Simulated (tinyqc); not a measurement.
Bethe-Salpeter matrix of a two-band square lattice (Tamm-Dancoff form), step by step. Values are carried at full precision from step to step, so a last printed digit may differ when a step is redone from the rounded ones.

One valence and one conduction band, lattice period 1, mesh k = 2 pi j/N along each axis (first index slowest). Pair energies D(k) = Eg + 2 t sum(1 - cos k), t = tc + tv. Screened attraction W(R) = U at R = 0 and V/|R| otherwise, R over the N x N cells with the nearest image; W(q) = sum_R W(R) cos(q R). H(k, k') = D(k) delta - W(k - k')/Nk + 2 J/Nk for singlets (J = 0 for triplets), Nk the number of k points. With a constant transition dipole the strength of a state is f = (sum_k A_k)^2/Nk, and the f sum to 1.

Inputs chosen for the exercise: Eg = 5.4 eV (quasiparticle gap); tc = 0.29 eV (conduction hopping); tv = 0.06 eV (valence hopping); U = 1.18 eV (attraction in the same cell); V = 0.37 eV (attraction at one cell distance); J = 0.06 eV (exchange in the same cell); N = 3 (k points along each axis).

## Pair energies and the kernel

List D(k), W(R) and W(q) on the mesh.

Mesh values (eV):
```
index j  D(k_j)  W(R = j)  W(q_j)
j00      5.4000    1.1800  3.7065
j01      6.4500    0.3700  1.0267
j02      6.4500    0.3700  1.0267
j10      6.4500    0.3700  1.0267
j11      7.5000    0.2616  0.7016
j12      7.5000    0.2616  0.7016
j20      6.4500    0.3700  1.0267
j21      7.5000    0.2616  0.7016
j22      7.5000    0.2616  0.7016
```

## The singlet matrix

Fill in H.

H (eV):
```
         j00      j01      j02      j10      j11      j12      j20      j21      j22
j00   5.0015  -0.1007  -0.1007  -0.1007  -0.0646  -0.0646  -0.1007  -0.0646  -0.0646
j01  -0.1007   6.0515  -0.1007  -0.0646  -0.1007  -0.0646  -0.0646  -0.1007  -0.0646
j02  -0.1007  -0.1007   6.0515  -0.0646  -0.0646  -0.1007  -0.0646  -0.0646  -0.1007
j10  -0.1007  -0.0646  -0.0646   6.0515  -0.1007  -0.1007  -0.1007  -0.0646  -0.0646
j11  -0.0646  -0.1007  -0.0646  -0.1007   7.1015  -0.1007  -0.0646  -0.1007  -0.0646
j12  -0.0646  -0.0646  -0.1007  -0.1007  -0.1007   7.1015  -0.0646  -0.0646  -0.1007
j20  -0.1007  -0.0646  -0.0646  -0.1007  -0.0646  -0.0646   6.0515  -0.1007  -0.1007
j21  -0.0646  -0.1007  -0.0646  -0.0646  -0.1007  -0.0646  -0.1007   7.1015  -0.1007
j22  -0.0646  -0.0646  -0.1007  -0.0646  -0.0646  -0.1007  -0.1007  -0.1007   7.1015
```

## Exciton levels and strengths

Diagonalise. For the lowest state give the amplitudes A_k (norm 1, largest positive) and f = (sum_k A_k)^2/Nk, Nk the size of the matrix.

levels (eV): [4.9324, 5.7899, 6.0800, 6.1497, 6.1497, 6.9361, 7.1687, 7.1687, 7.2384]

amplitudes of the lowest state: j00 0.960, j01 0.129, j02 0.129, j10 0.129, j11 0.055, j12 0.055, j20 0.129, j21 0.055, j22 0.055

f of the lowest state = 0.320

The lowest state lies 0.4676 eV below the gap Eg = 5.4 eV and holds 32 % of the strength, against 11 % for one free pair. On a fine mesh the triplet and singlet bindings are 0.3597 and 0.3092 eV.

## Spectrum with and without the kernel

Distinct levels with their degeneracy and summed f, for singlets, beside the sorted triplet levels and free pairs.

Singlets:
```
E (eV)  degeneracy       f
4.9324           1  0.3199
5.7899           1  0.4843
6.0800           1  0.0000
6.1497           2  0.0000
6.9361           1  0.1958
7.1687           2  0.0000
7.2384           1  0.0000
```

triplet levels (eV): [4.8908, 5.7334, 6.0800, 6.1497, 6.1497, 6.9141, 7.1687, 7.1687, 7.2384]

free pairs (eV): [5.4000, 6.4500, 6.4500, 6.4500, 6.4500, 7.5000, 7.5000, 7.5000, 7.5000]

6 of the 9 singlets are dark; those whose amplitude vanishes at R = 0 also feel neither U nor J. The lowest singlet lies 0.0416 eV above the lowest triplet; first order gives 2 J f = 0.0448 eV with the f of the triplet envelope. The centre of the spectrum, sum f E = 5.7400 eV, equals mean D - U + 2J = 5.7400 eV.

## Checks

- Levels from the matrix in the electron-hole distance R against those in k: they agree to 1e-10 or better.

tinyqc: `OMP_NUM_THREADS=1 python tinyqc.py 1251706 1251707 out.jsonl`; about 0.8 s, one thread, shared Intel(R) Xeon(R) Processor @ 2.30GHz.
